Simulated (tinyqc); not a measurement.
Thermal resistances of a two-die stack.

Inverse problem. Heat leaves through the lower die only, and the system is linear. Find the resistance R1 from the lower die to the coolant, R2 between the dies, and the rise of the upper die when both are powered.

Inputs (values chosen for the exercise): power of the lower die P1 = 38 W; power of the upper die P2 = 12 W.

rises of the lower and upper die with only the lower one powered (K): 9.88  9.88
rises of the lower and upper die with only the upper one powered (K): 3.12  4.2

Answer. With only the lower die powered no heat crosses R2, so both dies rise by P1 R1; the difference in the second test is P2 R2; rises add.

R1 = 0.2600 K/W
R2 = 0.09000 K/W
rise of the upper die = 14.08 K

tinyqc, about 0.03 s, one thread, Intel Xeon 2.30GHz (shared host): `OMP_NUM_THREADS=1 python tinyqc.py 2162221 2162222 out.jsonl`
